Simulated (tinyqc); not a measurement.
X-ray photoelectron analysis of a thin oxide on a semiconductor: attenuation lengths, thickness, angle series and band offsets: one step, computed by the program tinyqc. Command: `OMP_NUM_THREADS=1 python tinyqc.py 3113502 3113503 out.jsonl xps walk`. One thread of a shared host (Intel(R) Xeon(R) Processor @ 2.30GHz), about 0.01 s of CPU time with the checks.

The same element is seen in the oxide and in the substrate, at nearly the same kinetic energy; films are flat and uniform, and the work function is ignored.

Task: Band offsets by core levels. Valence band offset = (E_core - E_v)(substrate) - (E_core - E_v)(oxide) + (core level separation at the interface, oxide less substrate). The separation is made here from the given offset; a uniform field F that raises the binding energy towards the surface shifts the oxide peak by e F <z>, <z> = d/(1 - exp(-x)) - d/x, x = d/(L_o cos theta), being the mean distance from the interface. Conduction band offset = oxide gap - substrate gap - valence band offset.

Inputs (values chosen for the exercise, modelled on SiO2 on silicon):

| quantity | value | unit |
|---|---|---|
| oxide gap | 9.04 | eV |
| substrate gap | 1.12 | eV |
| oxide thickness d | 1.9 | nm |
| emission angle from the normal | 60 | degrees |
| valence band offset used to make the data | 4.51 | eV |
| core level less valence band top, substrate | 98.8 | eV |
| core level less valence band top, thick oxide | 98.25 | eV |
| field in the oxide | 0.16 | MV/cm |

d/(L_o cos theta) = 2.101592

Give: separation without field; <z>; separation with field; apparent valence band offset; true conduction band offset; apparent conduction band offset.

Result:

separation without field = 3.96 eV

<z> = 1.261 nm

separation with field = 3.980 eV

apparent valence band offset = 4.530 eV

true conduction band offset = 3.41 eV

apparent conduction band offset = 3.390 eV

The field biases both offsets by 0.020 eV, in opposite directions. Caution: beyond about 60 degrees elastic scattering and roughness make a single attenuation length unreliable.
